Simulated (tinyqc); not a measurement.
Virtual-crystal alloy in the empirical-pseudopotential method: one step. The six lowest plane waves at X. Three cases, with inputs chosen for the exercise.

Question. k = (1,0,0) with the small basis G = (0,0,0), (-2,0,0), (-1,1,1), (-1,-1,-1), (-1,1,-1), (-1,-1,1) in place of the full one.

Empirical pseudopotential on the fcc lattice, atoms at +/- tau, tau = a (1,1,1)/8, no spin-orbit coupling. H(G,G') = c (2 pi/a)^2 |k + G|^2 delta + VS(q) cos(q.tau) + i VA(q) sin(q.tau), q = G - G', c = hbar^2/2m0; k and G in units of 2 pi/a; VS at |q|^2 = 3, 8, 11 and VA at 3, 4, 11, in rydberg, zero elsewhere. At each k the basis holds all G with |k + G|^2 up to 16; energies are counted from the fourth level at Gamma.

Constants: hbar^2/2m0 = 3.80998211 eV angstrom^2; Ry = 13.60569312 eV.

Give: H in this small basis.

Case 1.

a = 5.445960 angstrom

VS at 3, 8, 11 (Ry): -0.2134200  0.0367000  0.0770200

VA at 3, 4, 11 (Ry): 0.0000000  0.0000000  0.0000000

Answer.

H in this small basis (eV), lower triangle:
```
           000    -200  -1+1+1  -1-1-1  -1+1-1  -1-1+1
000      5.071
-200         0   5.071
-1+1+1  -2.053   2.053  10.143
-1-1-1   2.053  -2.053  -0.499  10.143
-1+1-1  -2.053  -2.053       0       0  10.143
-1-1+1  -2.053  -2.053       0       0   0.499  10.143
```

Case 2.

a = 5.538700 angstrom

VS at 3, 8, 11 (Ry): -0.2173961  0.0251391  0.0714806

VA at 3, 4, 11 (Ry): 0.0000000  0.0000000  0.0000000

Answer.

H in this small basis (eV), lower triangle:
```
           000    -200  -1+1+1  -1-1-1  -1+1-1  -1-1+1
000      4.903
-200         0   4.903
-1+1+1  -2.091   2.091   9.806
-1-1-1   2.091  -2.091  -0.342   9.806
-1+1-1  -2.091  -2.091       0       0   9.806
-1-1+1  -2.091  -2.091       0       0   0.342   9.806
```

Case 3.

a = 5.590690 angstrom

VS at 3, 8, 11 (Ry): -0.2257500  0.0191200  0.0662200

VA at 3, 4, 11 (Ry): 0.0000000  0.0000000  0.0000000

Answer.

H in this small basis (eV), lower triangle:
```
           000    -200  -1+1+1  -1-1-1  -1+1-1  -1-1+1
000      4.812
-200         0   4.812
-1+1+1  -2.172   2.172   9.625
-1-1-1   2.172  -2.172  -0.260   9.625
-1+1-1  -2.172  -2.172       0       0   9.625
-1-1+1  -2.172  -2.172       0       0   0.260   9.625
```

Computed by tinyqc, one run a case: `OMP_NUM_THREADS=1 python tinyqc.py N N+1 out.jsonl` with N = 1050255, 1050263, 1050290; one thread of a shared Intel(R) Xeon(R) Processor @ 2.30GHz, about 0.2 s a run at most.
